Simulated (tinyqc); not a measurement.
Inside a calculation. Method: ROHF in the 6-31g basis, for H2-, spin multiplicity 2. The basis has no diffuse functions, so it cannot describe the extra electron: this is an exercise in the method, not the real anion. One step of it, computed by the program tinyqc.

Question. Iteration 3: DIIS coefficients. Solve [B -1; -1 0][c; lambda] = [0; -1] for the coefficients, which sum to one.

B (overlaps of the stored error matrices), lower triangle:
```
                1               2              3
1   3.2958234e-01
2   1.4546315e-01   6.4767640e-02
3  -1.5432412e-02  -7.4255608e-03  1.3887828e-03
```

Give: DIIS coefficients.

Answer.

DIIS coefficients: -0.261  0.656  0.605
